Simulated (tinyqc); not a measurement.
Worked calculation: tight binding, dimerised chain. One step of it, computed by the program tinyqc.

Question. Bloch Hamiltonian at X. H_AA = +delta, H_BB = -delta, H_AB = -t1 - t2 exp(-i k a).

Parameters chosen for this model:

| parameter | value | unit |
|---|---|---|
| t1 | 1.850000 | eV, inside the cell |
| t2 | 1.510000 | eV, between cells |
| delta | 0 | eV, +/- on the two sites |

k point X (2 pi / a): 0.500000

Give: H(k) at X.

Answer.

H(k) at X (eV):
```
         A        B
A   0.0000  -0.3400
B  -0.3400   0.0000
```
